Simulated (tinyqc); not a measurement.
Energy conservation against the time step: molecular dynamics of a small cluster by velocity Verlet steps. Computed by tinyqc, a small Python program. Command: `OMP_NUM_THREADS=1 python tinyqc.py 3018039 3018040 out.jsonl verlet walk`. One thread of a shared host (Intel(R) Xeon(R) Processor @ 2.30GHz), about 0.1 s of CPU time with the checks.

E = sum_(i<j) phi(r_ij), phi(r) = eps [exp(-2 alpha (r - r0)) - 2 exp(-alpha (r - r0))]; the force on i is -sum_j phi'(r_ij) (R_i - R_j)/r_ij.

Inputs (values chosen for the exercise, for model atoms):
```
quantity,value,unit
length r0,2.32,angstrom
well depth eps,0.52,eV
stiffness alpha,1.7,1/angstrom
atomic mass M,32.8,u
time step dt,5.3,fs
steps,200,-
```

Potential: Morse.

starting positions (angstrom):
```
,x,y,z
atom 1,0,0.03,-0.03
atom 2,2.38,0.06,-0.04
atom 3,2.33,2.31,0.05
atom 4,-0.01,2.32,-0.04
atom 5,1.18,1.22,1.6
atom 6,1.23,1.21,-1.65
```

starting velocities (angstrom/fs):
```
,x,y,z
atom 1,-0.00136,0.00069,-0.0013
atom 2,0.00022,-0.00175,0.00191
atom 3,-0.00144,-0.00025,-0.0012
atom 4,0.00016,0.00037,0.00208
atom 5,3e-05,0.00157,-0.00168
atom 6,0.00238,-0.00064,0.00019
```

Constants: 1 eV/(angstrom u) = 9.648533212e-03 angstrom/fs^2; k_B = 8.617333262e-05 eV/K.

Method:
- Relax the cluster, diagonalise the Hessian (central differences): omega_max = sqrt(c lambda_max/M). Verlet steps are stable for omega_max dt < 2.
- Velocity Verlet: a = c F/M with c = 9.648533212e-3 angstrom/fs^2 per eV/(angstrom u); R(new) = R + v dt + a dt^2/2; v(new) = v + (a + a(new)) dt/2. Kinetic energy K = M v^2/(2c); temperature T = 2K/((3N - 3) k_B), rotation of the cluster included.
- Runs without thermostat over the same span of time, steps x dt; spread = largest minus smallest value. For contrast, the energy gained over the first 30 dt (dt of the inputs) by explicit Euler steps: R(new) = R + v dt, v(new) = v + a dt.

omega_max dt = 0.332423

Energy error (eV):
```
dt (fs),omega_max dt,"Verlet, spread of U + K","Euler, gain in U + K"
0.6625,0.04155,1.8100e-05,0.0226
1.3250,0.08311,7.2412e-05,0.0525
2.6500,0.16621,2.8973e-04,0.1459
5.3000,0.33242,1.1523e-03,0.6015
10.6000,0.66485,4.6719e-03,3.0206
15.9000,0.99727,1.0857e-02,4.6987
```

The Verlet error grows as dt^2.00 between the first rows, the second order of the method. Euler steps gain energy steadily: over that short span the gain in the first row is already 1200 times the Verlet spread of the whole run, and it grows as dt^1.22, tending to the first order of that method as dt shrinks. Caution: where the Euler gain approaches or exceeds the binding energy the cluster has blown apart.

Extremes, crossings and ranges named in words are read from the listed rows.
